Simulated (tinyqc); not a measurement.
A spin-degenerate level with charging energy between two leads, rate equations: two steps of the calculation.

States 0, up, down and 2 with energies 0, e1 - Ez/2, e1 + Ez/2 and 2 e1 + U. mu_L = +V/2, mu_R = -V/2 (meV), f(x) = 1/(1 + exp(x/kB T)). A transition that adds one electron of given spin at the energy E has the rate G f(E - mu) from each lead, and its reverse G [1 - f(E - mu)]. I counts electrons leaving the left lead, times q.

Inputs (values chosen for the exercise):
```
symbol   value  unit                                 meaning
U         11.7   meV  charging energy of the second electron
e1      -10.46   meV                                   level
GL        0.21  1/ns            tunnel rate to the left lead
GR         3.6  1/ns           tunnel rate to the right lead
T          7.9     K                             temperature
V          4.2    mV                                    bias
Ez           2   meV                        Zeeman splitting
```

Constants: q = 1.602176634e-19 C, kB = 1.380649e-23 J/K, Vt = kB T/q. Results are converted to the units shown.

Task 1. Transition energies and Fermi factors. Transition energies: 0-up e1 - Ez/2, 0-down e1 + Ez/2, up-2 e1 + U + Ez/2, down-2 e1 + U - Ez/2.

Wanted: E; fL; fR.

Result 1.

| transition | E (meV) | fL | fR |
|---|---|---|---|
| 0-up | -11.460 | 1.0000 | 1.0000 |
| 0-down | -9.460 | 1.0000 | 1.0000 |
| up-2 | 2.240 | 0.4488 | 0.0017 |
| down-2 | 0.240 | 0.9389 | 0.0312 |

Task 2. Steady state and current. Steady state: W p = 0 with sum p = 1. I = q GL sum over transitions i-j of [fL p_i - (1 - fL) p_j].

W (1/ns):

|  | 0 | up | down | 2 |
|---|---|---|---|---|
| 0 | -7.6199235 | 0.0000038 | 0.0000726 | 0.0000000 |
| up | 3.8099962 | -0.1003669 | 0.0000000 | 3.7096370 |
| down | 3.8099274 | 0.0000000 | -0.3093826 | 3.5006901 |
| 2 | 0.0000000 | 0.1003630 | 0.3093099 | -7.2103270 |

fL, transition 0-up to down-2: [1.0000000, 1.0000000, 0.4487680, 0.9389003]

Wanted: p; mean number of electrons; I.

Result 2.

p: 0 0.00000, up 0.75008, down 0.22963, 2 0.02029
mean number of electrons = 1.0203
I = 18.162 pA

In units of q GL GR/(GL + GR) = 31.8 pA the current is 0.571; two independent spin channels fully inside the bias window would give 2.

Range of the model: Rate equations need hbar G well below kB T; cotunnelling and the Kondo effect are left out.

tinyqc, about 0.01 s, one thread, Intel Xeon 2.30GHz (shared host): `OMP_NUM_THREADS=1 python tinyqc.py 2780008 2780009 out.jsonl`
